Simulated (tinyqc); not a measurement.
Inside a calculation. Model: thermal and gravitational stress in a wafer during furnace and rapid thermal processing, and the onset of slip. Computed by tinyqc, a small Python program that keeps every step. Command: `OMP_NUM_THREADS=1 python tinyqc.py 3008388 3008389 out.jsonl slip walk`. One thread of a shared host (Intel(R) Xeon(R) Processor @ 2.30GHz), about 0.01 s of CPU time with the checks. Intermediate numbers are printed to about 6 digits and carried at full precision; extremes and crossings named in words are read from the listed rows.

A thin free disc in plane stress, isotropic; T(r) = T_centre + dT (r/R)^n with n = 2. Stress is positive in tension; sigma_SB = 5.670374419e-8 W/(m^2 K^4), g = 9.80665 m/s^2.

Inputs (values chosen for the exercise, modelled on silicon): wafer radius R = 225 mm; thickness t = 925 micrometre; Young's modulus E = 141 GPa; Poisson ratio nu = 0.25; expansion alpha = 4.49 1e-6/K; edge less centre temperature dT = 19 K; temperature T = 1425 K; prefactor A of the critical stress = 0.00042 MPa; energy U of the critical stress = 0.983 eV; density rho = 2330 kg/m^3; heat capacity c = 943 J/(kg K); conductivity k = 27.5 W/(m K); wafer spacing s = 8.6 mm; ramp rate = 9.6 K/min; radius of the support ring over R = 0.66.

Temperature profile: parabolic.

Constants: k_B = 8.617333262e-05 eV/K.

## Thermal stress

With x = r/R: s_rr = alpha E dT (1 - x^n)/(n + 2), s_tt = alpha E dT [1 - (n + 1) x^n]/(n + 2).

Temperature and stresses at r/R = 0, 0.3, 0.5, 0.7, 0.8, 0.9, 0.95, 1:
```
r/R   T - T_centre (K)  s_rr (MPa)  s_tt (MPa)
0.00            0.0000     3.00718     3.00718
0.30            1.7100     2.73653     2.19524
0.50            4.7500     2.25538     0.75179
0.70            9.3100     1.53366    -1.41337
0.80           12.1600     1.08258    -2.76660
0.90           15.3900     0.57136    -4.30026
0.95           17.1475     0.29320    -5.13476
1.00           19.0000     0.00000    -6.01436
```

hoop stress at the edge = -6.014355 MPa

r/R where s_tt = 0 = 0.577350

The hot edge is squeezed; the edge stress is n times that at the centre in size.

## Resolved stress round the edge

At the edge the stress is uniaxial along the tangent d = (cos phi, sin phi, 0) of a (001) wafer; the Schmid factor is the largest |(d.n)(d.b)| over the twelve {111}<110> systems.

Schmid factor and resolved stress at phi = 0, 7.5, 15, 22.5, 30, 37.5 and 45 degrees from [100]:
```
phi from [100] (degrees)  Schmid factor  resolved stress (MPa)
0.0                            0.408248                2.45535
7.5                            0.454124                2.73126
15.0                           0.482963                2.90471
22.5                           0.492799                2.96387
30.0                           0.482963                2.90471
37.5                           0.454124                2.73126
45.0                           0.408248                2.45535
```

The factor is 1/sqrt(6) = 0.408 along <100> and <110> and peaks at 0.4928 at 22.5 degrees, so slip, if any, starts at eight places between these directions.

## Slip criterion

Critical resolved stress tau_c = A exp(U/(k_B T)), a form chosen for the exercise; slip when 0.492799 |s_tt(R)| > tau_c; allowed |dT| = tau_c (n + 2)/(0.492799 n alpha E).

critical stress tau_c = 1.25838 MPa

resolved over critical stress = 2.35530

allowed |dT| = 8.06690 K

Slip is expected.

## Ramp rate in a batch furnace

In a stack heated from the rim, heat flows inward by conduction and by radiation between wafers: k_eff = k + (16/3) sigma_SB T^3 s^2/t (a diffusion estimate with the spacing as path length). A steady ramp gives the parabolic lag dT = rho c (ramp) R^2/(4 k_eff); the allowed ramp uses n = 2.

k_eff = 97.4697 W/(m K)

lag of the centre = 45.6481 K

allowed ramp rate = 1.69650 K/min

Radiation carries 72 % of the inward flow. The ramp is 5.66 of the allowed one.

## Gravity

Own weight q = rho g t on a ring of radius b R, x = r/R: moments of an edge-supported plate, M_r = q R^2 (3 + nu)(1 - x^2)/16 and M_t = q R^2 [(3 + nu) - (1 + 3 nu) x^2]/16, less the uniform moment inside the ring load, q R^2 [(1 - nu)(1 - b^2) - 2 (1 + nu) ln b]/8; stress at the lower face = 6 M/t^2.

stress at the centre = 0.152796 MPa

radial stress at the ring = -0.511103 MPa

hoop stress at the ring = -0.204688 MPa

The largest of these is 0.20 tau_c when halved for shear. Point supports give far higher local stress than a ring.

## Position of the support ring

The formulas are those given above.

Stress at the lower face (MPa):
```
b       centre  radial at ring  hoop at ring  largest in size
0.40  -1.21528        -1.45913      -1.34658          1.45913
0.50  -0.62874        -1.00977      -0.83391          1.00977
0.60  -0.12386        -0.67254      -0.41931          0.67254
0.65   0.10778        -0.53615      -0.23895          0.53615
0.70   0.32903        -0.41778      -0.07310          0.41778
0.75   0.54180        -0.31551       0.08017          0.54180
0.80   0.74765        -0.22778       0.22242          0.74765
0.90   1.14340        -0.09112       0.47866          1.14340
1.00   1.52410         0.00000       0.70343          1.52410
```

Among these rows the largest stress is least, 0.418 MPa, for a ring at 0.7 R, 3.6 times below edge support: the overhang balances the sag of the centre. All values scale as R^2/t.

## Limits against temperature

The formulas are those given above.

For the parabolic profile:
```
T (K)  tau_c (MPa)  allowed |dT| (K)  k_eff (W/(m K))  allowed ramp (K/min)
1050       21.9504           140.714           55.492               16.8479
1125       10.6389            68.201           61.929                9.1130
1200        5.6450            36.188           69.284                5.4097
1275        3.2272            20.688           77.618                3.4646
1350        1.9632            12.585           86.993                2.3622
1425        1.2584             8.067           97.470                1.6965
1500        0.8433             5.406          109.109                1.2727
```

From 1050 to 1500 K the allowed difference falls 26 times and the allowed ramp 13 times; radiation, which grows as T^3, gives back a factor 1.97. Ramps must slow as the wafer gets hotter.

Checks made by the program: force balance: the hoop stress integrates to zero (added to the edge stress) (relative difference below 1e-10).
